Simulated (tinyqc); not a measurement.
Domain walls in a thin film with perpendicular anisotropy: Bloch, Neel and chiral walls, motion and stripe domains: one step, computed by the program tinyqc. Command: `OMP_NUM_THREADS=1 python tinyqc.py 3017946 3017947 out.jsonl mwall walk`. One thread of a shared host (Intel(R) Xeon(R) Processor @ 2.30GHz), about 0.01 s of CPU time with the checks.

One-dimensional wall: polar angle theta(x), azimuth phi of the moment in the wall (phi = 0 Neel, 90 degrees Bloch). mu_0 = 1.25663706212e-6 T m/A, gamma = 1.76085963023e11 rad/(s T).

Question. Bloch or Neel. sigma(phi) = sigma_0 + 2 Delta K_D cos^2(phi) - pi D cos(phi), with the wall shape anisotropy K_D = N_x mu_0 M_s^2/2, N_x = t ln 2/(pi Delta). The minimum has cos(phi) = D/D_N for D < D_N = 4 Delta K_D/pi and phi = 0 beyond; sigma turns negative at D_c = (sigma_0 + 2 Delta K_D)/pi.

Inputs (values chosen for the exercise, for a model film): saturation magnetisation M_s = 1070 kA/m; DMI constant D = 0.98 mJ/m^2; thickness t = 2.7 nm.

width parameter Delta = 4.400289 nm

sigma_0 = 8.635797 mJ/m^2

Give: K_D; D_N; azimuth phi; wall energy sigma; D_c.

Answer.

K_D = 97.388 kJ/m^3

D_N = 0.54563 mJ/m^2

azimuth phi = 0 degrees

wall energy sigma = 6.4141 mJ/m^2

D_c = 3.0217 mJ/m^2

A pure chiral Neel wall. D is 0.32 of D_c. Caution: the formula for N_x assumes a film much thinner than the wall width.
